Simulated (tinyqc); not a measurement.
Strained alloy layer of InAs and AlAs on (001) InP, model-solid band line-up: one step of the calculation.

The layer is x parts of the first compound and 1 - x of the second, grown coherently on the third as substrate and barrier. Rows of the table: lattice constant a, average valence level Ea on an absolute scale, spin-orbit splitting so, gaps at Gamma, X and L, hydrostatic deformation potentials av and ac (Gamma), shear potential b, elastic constants, electron and heavy-hole (along z) masses. All are interpolated linearly in x; gaps get -C x (1 - x), taken wholly in the conduction band; real line-ups can differ from this model by 0.1 eV or more.

Task. Critical thickness. In-plane strain e = (a_substrate - a)/a. Matthews-Blakeslee for 60-degree dislocations in a single layer: hc = k (ln(hc/bv) + 1), k = bv (1 - nu/4)/(4 pi |e| (1 + nu)), nu = c12/(c11 + c12), bv = a/sqrt(2); the larger root.

Values chosen for this exercise: fraction of the first compound in the layer x = 0.46; bowing of the Gamma gap CG = 0.7 eV; bowing of the X gap CX = 0 eV; bowing of the L gap CL = 0 eV; layer thickness Lw = 10.9 nm.

Binary compounds, values chosen for the exercise:
```
	close to InAs	close to AlAs	close to InP
a (angstrom)	6.058	5.661	5.869
Ea (eV)	-6.67	-7.49	-7.04
so (eV)	0.379	0.283	0.111
EG (eV)	0.352	3.04	1.36
EX (eV)	1.36	2.17	2.18
EL (eV)	1.07	2.36	1.95
av (eV)	0.995	2.46	1.25
ac (eV)	-5.01	-5.63	-5.07
b (eV)	-1.83	-1.5	-1.71
c11 (GPa)	84	126	100
c12 (GPa)	45.9	53.6	56
me (m0)	0.0231	0.149	0.0805
mh (m0)	0.329	0.464	0.535
```

Find: nu; bv; hc.

Result.

nu = 0.3194
bv = 0.4132 nm
hc = 27.43 nm

The layer, Lw = 10.9 nm, is thinner than hc, so it stays coherent by this criterion.

Program tinyqc, `OMP_NUM_THREADS=1 python tinyqc.py 2690022 2690023 out.jsonl`; Intel Xeon 2.30GHz, shared host, one thread, about 0.01 s.
